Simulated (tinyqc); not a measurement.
Smearing for a one-band metal on the fcc lattice: sweeps and comparisons. A value that a table varies takes the place of the one given here.

Lattice vectors (units of a): a1 = (0, 1/2, 1/2), a2 = (1/2, 0, 1/2), a3 = (1/2, 1/2, 0). E(k) = -t A_1(k) - t2 A_2(k), A_m the sum of cos(k . R) over the 12 nearest and 6 second lattice vectors. Mesh k = sum (j_i/N) b_i, j_i = 0 .. N-1.

With x = (E_k - mu)/sigma: Fermi-Dirac f = 1/(1 + exp(x)), s = -f ln f - (1 - f) ln(1 - f); Gaussian f = erfc(x)/2, s = exp(-x^2)/(2 sqrt(pi)); Methfessel-Paxton (first order) f = erfc(x)/2 - x exp(-x^2)/(2 sqrt(pi)), s = (1 - 2 x^2) exp(-x^2)/(4 sqrt(pi)); cold (Marzari-Vanderbilt) with y = x + 1/sqrt(2), f = erfc(y)/2 + exp(-y^2)/sqrt(2 pi), s = y exp(-y^2)/sqrt(2 pi). With weights w = points/N^d (d the dimension), mu solves 2 sum w f = ne; E = 2 sum w f E_k, S = 2 sum w s, F = E - sigma S.

With x = (E_k - mu)/sigma: Gaussian f = erfc(x)/2, s = exp(-x^2)/(2 sqrt(pi)); Methfessel-Paxton (first order) f = erfc(x)/2 - x exp(-x^2)/(2 sqrt(pi)), s = (1 - 2 x^2) exp(-x^2)/(4 sqrt(pi)). With weights w = points/N^d (d the dimension), mu solves 2 sum w f = ne; E = 2 sum w f E_k, S = 2 sum w s, F = E - sigma S.

With x = (E_k - mu)/sigma: cold (Marzari-Vanderbilt) with y = x + 1/sqrt(2), f = erfc(y)/2 + exp(-y^2)/sqrt(2 pi), s = y exp(-y^2)/sqrt(2 pi). With weights w = points/N^d (d the dimension), mu solves 2 sum w f = ne; E = 2 sum w f E_k, S = 2 sum w s, F = E - sigma S.

Parameters, chosen for this exercise: t = 1.19 eV (nearest hopping); t2 = 0.11 eV (second hopping); ne = 0.8 (electrons per cell); N = 4 (unshifted mesh); sigma = 0.595 eV (width).

## Error of each scheme against the width

All on the dense mesh N = 40. The reference is F of first-order Methfessel-Paxton smearing with sigma = 0.05 t on the mesh N = 40; it moves by 0.20 meV on the mesh N = 50; in three dimensions such meshes can agree by chance and the reference may be off by about 1 meV, so smaller errors are not resolved.

Errors (meV per cell):

| sigma (eV) | FD F | FD (E+F)/2 | Gauss F | Gauss (E+F)/2 | MP F | cold F |
|---|---|---|---|---|---|---|
| 0.119 | -4.69 | -0.11 | -0.74 | -0.01 | -0.01 | -0.01 |
| 0.178 | -10.36 | -0.22 | -1.65 | -0.02 | -0.02 | -0.09 |
| 0.238 | -18.21 | -0.34 | -2.90 | -0.07 | -0.06 | -0.25 |
| 0.357 | -40.38 | -0.75 | -6.39 | -0.18 | -0.16 | -0.68 |
| 0.476 | -70.98 | -1.49 | -11.19 | -0.26 | -0.20 | -1.27 |
| 0.714 | -156.50 | -4.84 | -24.77 | -0.45 | -0.23 | -3.21 |
| 0.952 | -272.05 | -13.36 | -43.57 | -0.84 | -0.31 | -6.48 |

reference = -3.21074 eV

Doubling sigma from 0.238 to 0.476 eV multiplies the error of F by 3.9 (Fermi-Dirac) and 3.9 (Gaussian); a pure sigma^2 term would give 4. At the smallest width Fermi-Dirac errs 6.3 times as much as Gaussian, against 2 pi^2/3 = 6.6 for the ratio of the sigma^2 terms at equal sigma. At the largest width the sizes of the errors rank MP F 0.3, Gauss (E+F)/2 0.8, cold F 6.5, FD (E+F)/2 13.4, Gauss F 43.6, FD F 272.0 meV; below about 1 meV this order, and the ratios at the smallest width, carry the noise of the mesh.

## Mesh against width

Gaussian smearing, (E + F)/2. The reference is F of first-order Methfessel-Paxton smearing with sigma = 0.05 t on the mesh N = 40; it moves by 0.20 meV on the mesh N = 50; in three dimensions such meshes can agree by chance and the reference may be off by about 1 meV, so smaller errors are not resolved.

Errors (meV per cell):

| N | sigma = 0.05 t | sigma = 0.15 t | sigma = 0.4 t |
|---|---|---|---|
| 4 | 96.44 | 93.60 | 88.66 |
| 6 | 59.15 | 57.78 | 56.30 |
| 8 | 25.07 | 25.86 | 25.86 |
| 12 | 14.72 | 13.91 | 10.15 |
| 16 | 5.11 | 5.07 | 3.57 |
| 24 | 1.11 | 1.02 | 0.37 |

reference = -3.21074 eV

First N from which the value stays within 2 meV of its last entry (which need not be the best one): none before the last for sigma = 0.05 t, none before the last for sigma = 0.15 t, none before the last for sigma = 0.4 t. At the last mesh the errors are +1.11, +1.02 and +0.37 meV. The 2 meV bar does not tell the widths apart. The smallest error belongs to 0.05 t on 1, 0.15 t on 0, 0.4 t on 5 of the 6 meshes.

## What moves the results of cold (Marzari-Vanderbilt) smearing

All sums formed anew. Each row changes one parameter from the base and keeps the others.

Results:

| case | mu (eV) | E (eV) | S | F (eV) |
|---|---|---|---|---|
| base | 0.5393 | -3.0977 | 0.0446 | -3.1243 |
| N = 8 | 0.6085 | -3.1687 | 0.0421 | -3.1937 |
| sigma = 1.19 eV | 0.7383 | -3.0773 | 0.0670 | -3.1570 |
| ne = 0.9 | 0.7429 | -3.0632 | -0.0044 | -3.0606 |
| t2 = 0.229 eV | 0.8479 | -3.0958 | 0.0141 | -3.1042 |
| t = 1.309 eV | 0.5393 | -3.4101 | 0.0446 | -3.4366 |

The largest shifts from the base row, up to three for each result and ties (the steps differ in size, so this ranks the rows, not the parameters). mu (eV): t2 +0.3086, ne +0.2037, sigma +0.1990; unchanged at the printed digits by t. E (eV): t -0.3124, N -0.0709, ne +0.0345. S: ne -0.0490, t2 -0.0305, sigma +0.0224; unchanged at the printed digits by t. F (eV): t -0.3124, N -0.0695, ne +0.0637.

tinyqc: `OMP_NUM_THREADS=1 python tinyqc.py 1681485 1681486 out.jsonl`; about 0.3 s, one thread, shared Intel(R) Xeon(R) Processor @ 2.30GHz.
